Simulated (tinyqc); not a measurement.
Worked calculation: carrier statistics of a doped semiconductor with parabolic bands. Values are carried at full precision from step to step, so a last printed digit may differ when a step is redone from the rounded ones.

Constants: kB = 8.617333262e-05 eV/K; hbar^2/2m0 = 3.80998211 eV angstrom^2.

Parameters, chosen for this exercise (near those of InP; not measured data): Eg0 = 1.404 eV (gap at 0 K); al = 0.000358 eV/K (Varshni alpha); be = 168 K (Varshni beta); T = 250 K; ml = 0.0773 m0 (longitudinal electron mass); mt = 0.0773 m0 (transverse electron mass); Mv = 1 (equivalent valleys); mhh = 0.603 m0 (heavy-hole mass); mlh = 0.089 m0 (light-hole mass); ND = 2.1e+12 1/cm^3 (donors); NA = 1.5e+17 1/cm^3 (acceptors); ED = 0.00589 eV (donor level below Ec); EA = 0.0461 eV (acceptor level above Ev).

## Gap and thermal energy

Eg(T) = Eg0 - al T^2/(T + be) (Varshni).

Eg = 1.35047 eV
kT = 0.021543 eV

The gap has shrunk by 53.5 meV from 0 K and is 62.7 kT wide.

## Effective densities of states

m_de = Mv^(2/3) (ml mt^2)^(1/3); m_dh = (mhh^(3/2) + mlh^(3/2))^(2/3); N = 2 (m kB T/(4 pi c))^(3/2) with c = hbar^2/2m0, in 1/angstrom^3; times 1e24 for 1/cm^3.

m_de = 0.0773 m0
m_dh = 0.6256 m0
Nc = 4.1027e+17 1/cm^3
Nv = 9.4456e+18 1/cm^3

The light holes supply 5.4 % of Nv, and Nc/Nv = 0.0434.

## Intrinsic density and level

With Boltzmann statistics ni = sqrt(Nc Nv) exp(-Eg/2kT) and Ei = Eg/2 + (kT/2) ln(Nv/Nc), counted from Ev.

ni = 4.81e+04 1/cm^3
Ei = 0.7090 eV

Ei lies 33.8 meV above midgap, towards the band with the smaller density of states.

## Neutrality by bisection

Energies are counted from Ev, so Ec = Eg. n = Nc F_1/2((EF - Eg)/kT), p = Nv F_1/2(-EF/kT), ND+ = ND/(1 + 2 exp((EF - Eg + ED)/kT)), NA- = NA/(1 + 4 exp((EA - EF)/kT)); neutrality asks p + ND+ = n + NA-. F_j(eta) = (1/Gamma(j + 1)) integral_0^infinity x^j dx/(1 + exp(x - eta)), which tends to exp(eta) for eta << 0.

Start from the bracket [-0.2 eV, Eg + 0.2 eV]; at the midpoint EF take the sign of p + ND+ - n - NA-; where it is positive EF must rise. Fourteen steps are shown.

Bisection (eV, 1/cm^3):
```
step       low     high       EF         n         p       ND+       NA-  sign
1     -0.20000  1.55047  0.67524  1.00e+04  2.31e+05  2.10e+12  1.50e+17     -
2     -0.20000  0.67524  0.23762  1.51e-05  1.53e+14  2.10e+12  1.50e+17     -
3     -0.20000  0.23762  0.01881  5.86e-10  3.47e+18  2.10e+12  9.87e+15     +
4      0.01881  0.23762  0.12821  9.41e-08  2.46e+16  2.10e+12  1.38e+17     -
5      0.01881  0.12821  0.07351  7.42e-09  3.08e+17  2.10e+12  7.07e+16     +
6      0.07351  0.12821  0.10086  2.64e-08  8.72e+16  2.10e+12  1.14e+17     -
7      0.07351  0.10086  0.08719  1.40e-08  1.64e+17  2.10e+12  9.41e+16     +
8      0.08719  0.10086  0.09402  1.92e-08  1.20e+17  2.10e+12  1.05e+17     +
9      0.09402  0.10086  0.09744  2.25e-08  1.02e+17  2.10e+12  1.10e+17     -
10     0.09402  0.09744  0.09573  2.08e-08  1.11e+17  2.10e+12  1.07e+17     +
11     0.09573  0.09744  0.09659  2.17e-08  1.06e+17  2.10e+12  1.08e+17     -
12     0.09573  0.09659  0.09616  2.12e-08  1.08e+17  2.10e+12  1.08e+17     +
13     0.09616  0.09659  0.09637  2.15e-08  1.07e+17  2.10e+12  1.08e+17     -
14     0.09616  0.09637  0.09627  2.14e-08  1.08e+17  2.10e+12  1.08e+17     -
```

Each step halves the bracket, which is 0.214 meV wide at the last row.

## The neutral state

Solve the neutrality condition for EF to convergence.

EF = 0.0963 eV
n = 2.13e-08 1/cm^3
p = 1.08e+17 1/cm^3
ND+ = 2.10e+12 1/cm^3
NA- = 1.08e+17 1/cm^3

The material is p-type; 71.9 % of the acceptors are ionised. EF lies 4.47 kT inside the gap from the valence edge, so Boltzmann statistics would serve; n p/(Nc Nv exp(-Eg/kT)) = 0.996.

## Checks

- F_1/2(1) by the trapezoid rule against adaptive quadrature: both 1.575641.
- Positive against negative charge at the solution (1/cm^3): both 1.07918e+17.

(tinyqc, `OMP_NUM_THREADS=1 python tinyqc.py 1682240 1682241 out.jsonl`, Intel(R) Xeon(R) Processor @ 2.30GHz, 1 thread, shared host, about 0.01 s.)
